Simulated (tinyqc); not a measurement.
Worked calculation: Lorentz oscillators and the Kramers-Kronig relations. Values are carried at full precision from step to step, so a last printed digit may differ when a step is redone from the rounded ones.

eps(E) = 1 + sum_j S_j/(E0_j^2 - E^2 - i G_j E).

Constants: hbar c = 1973.269805 eV angstrom; hbar^2/2m0 = 3.80998211 eV angstrom^2; e^2/(4 pi eps0) = 14.39964547 eV angstrom.

Inputs chosen for the exercise (line positions loosely like those of SiO2; Lorentz tails absorb below the gap, where the real solid is clear; the results hold for these values, not for the real material): E0 = (10.58, 11.47, 15.19) eV (resonances); G = (0.58, 0.9, 3.8) eV (widths); S = (28.1, 26.4, 112.2) eV^2 (strengths); E = 7.28 eV (photon energy); h = 1 eV (grid step); M = 36 (grid points E_j = j h); i = 17 (grid index at which eps1 is wanted).

## Dielectric function at one energy

Evaluate each oscillator and the sum.

terms: 0.4743+0.0340i  0.3337+0.0278i  0.6163+0.0959i

eps(E) = 2.4244+0.1577i
eps(0) = 1.9380

## Optical constants

n + i k = sqrt(eps1 + i eps2) with k >= 0; R = ((n - 1)^2 + k^2)/((n + 1)^2 + k^2) at normal incidence from vacuum; alpha = 2 E k/(hbar c), times 1e8 for 1/cm; loss function Im(-1/eps) = eps2/(eps1^2 + eps2^2).

Convert eps at the photon energy E into the optical constants.

n = 1.5579
k = 0.0506
R = 0.0479
alpha = 3.74e+04 1/cm
loss function = 0.0267
vacuum wavelength hc/E (hc = 1239.841984 eV nm) = 170.3 nm

The intensity falls to 1/e within 268 nm.

## Absorptive part on the grid

Tabulate eps2 at E_j = j h.

eps2(E_j), j = 1 .. M: 0.0108  0.0223  0.0353  0.0510  0.0712  0.0990  0.1414  0.2161  0.3932  1.3760  3.0467  1.7651  1.1513  1.5878  2.0077  1.6104  0.9827  0.5917  0.3787  0.2582  0.1854  0.1386  0.1071  0.0849  0.0688  0.0567  0.0474  0.0402  0.0344  0.0297  0.0259  0.0228  0.0201  0.0179  0.0160  0.0144

## eps1 at one grid point

Kramers-Kronig: eps1(E) = 1 + (2/pi) P integral_0^infinity E1 eps2(E1)/(E1^2 - E^2) dE1. Maclaurin rule on the grid E_j = j h, j = 1 .. M: eps1(E_i) = 1 + (4 h/pi) sum over j with j - i odd of E_j eps2(E_j)/(E_j^2 - E_i^2); nothing is added above E_M.

List the terms E_j eps2_j/(E_j^2 - E_i^2) for j - i odd, add them and form eps1.

terms in order of j (1/eV): -0.0002  -0.0007  -0.0023  -0.0077  -0.0728  -0.1461  -0.2390  -0.7808  0.3043  0.0465  0.0156  0.0071  0.0038  0.0023  0.0015  0.0010  0.0007  0.0005

sum = -0.866 1/eV
eps1(E_i) = -0.103

The oscillator formula gives -0.188 at E_i = 17 eV. The rule samples every 2h = 2 eV against a narrowest width of 0.58 eV and stops at 36 eV; coarse sampling and the missing tail make the difference.

## The f-sum on the grid

W(E_M) = (2/pi) h sum_j E_j eps2_j, with half weight on the last point; the full integral equals sum S_j = (hbar omega_p)^2, and the electron density follows from (hbar omega_p)^2 = 8 pi c (e^2/(4 pi eps0)) N with c = hbar^2/2m0.

W(E_M) = 147.30 eV^2
sum S = 166.70 eV^2
share reached on this grid (a step near the line widths can inflate it) = 0.884
hbar omega_p = 12.911 eV
N = 1.21e+23 1/cm^3

## Checks

- The value of eps1 at 7.298 eV from a fine, long grid (with the tail of eps2 ~ 1/E^3 added) against the oscillator formula: both 2.43.

(tinyqc, `OMP_NUM_THREADS=1 python tinyqc.py 1650079 1650080 out.jsonl`, Intel(R) Xeon(R) Processor @ 2.30GHz, 1 thread, shared host, about 0.2 s.)
